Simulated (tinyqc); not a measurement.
Hydrogen passivation of interface dangling bonds: competing passivation and dissociation with distributed barriers: one step, computed by the program tinyqc. Command: `OMP_NUM_THREADS=1 python tinyqc.py 3014355 3014356 out.jsonl passiv walk`. One thread of a shared host (Intel(R) Xeon(R) Processor @ 2.30GHz), about 0.02 s of CPU time with the checks.

P_b + H2 gives P_bH + H at the rate k_f [H2]; P_bH gives P_b + H at the rate k_d. All defects start unpassivated. E_f and E_d are Gaussian and independent.

Question. Single barriers. [H2] = solubility factor x p; a = k_f0 [H2] exp(-E_f/(k_B T)), d = k_d0 exp(-E_d/(k_B T)). For one pair of barriers the active share is y = [d + a exp(-(a + d) t)]/(a + d). Temperatures in kelvin are T(C) + 273.15.

Inputs (values chosen for the exercise, close to those used for P_b centres at the silicon-oxide interface):

| quantity | value | unit |
|---|---|---|
| passivation prefactor k_f0 | 2.6e-07 | cm^3/s |
| mean passivation barrier E_f | 1.6 | eV |
| spread sigma_f | 0.023 | eV |
| dissociation prefactor k_d0 | 2.8e+13 | 1/s |
| mean dissociation barrier E_d | 2.62 | eV |
| spread sigma_d | 0.098 | eV |
| H2 in the oxide per atm, solubility factor | 1.2e+18 | 1/(cm^3 atm) |
| hydrogen pressure p | 10 | atm |
| anneal temperature T | 400 | C |
| anneal time t | 160 | s |

Constants: k_B = 8.617333262e-05 eV/K.

Give: passivation rate a; dissociation rate d; a t; steady active share d/(a + d); active share, single barriers.

Answer.

passivation rate a = 3.275 1/s

dissociation rate d = 6.786e-07 1/s

a t = 524.0

steady active share d/(a + d) = 2.072e-07

active share, single barriers = 2.072e-07

Passivation has run its course, and the balance with dissociation sets the remainder. Caution: single-barrier shares below about 1e-3 are formal; measured passivation levels off well above them.
